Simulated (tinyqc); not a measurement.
# Film and buried-oxide thickness from two coupling ratios

Problem. In a depleted film -dVT/dVb is k1 = Cs Cbox/(Cox (Cs + Cbox)) for a front channel and k2 = Cbox (Cox + Cs)/(Cox Cs) for a back channel, with Cox = eps0 eox/tox, Cs = eps0 eps_r/ts, Cbox = 3.9 eps0/tb. Find ts and tb.

Parameters, values chosen for the exercise; band and dielectric values close to those of silicon: relative permittivity eps_r = 11.7; relative permittivity of the gate insulator (close to silicon dioxide) eox = 3.9; insulator thickness tox = 0.98 nm.

coupling ratios for a front and a back channel: 0.049246231  0.16

Answer. With y = Cox/Cs and z = Cox/Cbox, 1/k1 = y + z and k2 = (1 + y)/z, so y = (k2/k1 - 1)/(1 + k2); the thicknesses follow from y and z.

ts = 5.70 nm
tb = 18.0 nm

Numbers from tinyqc (`OMP_NUM_THREADS=1 python tinyqc.py 2190080 2190081 out.jsonl`; about 0.3 s on one thread of a shared Intel Xeon 2.30GHz).
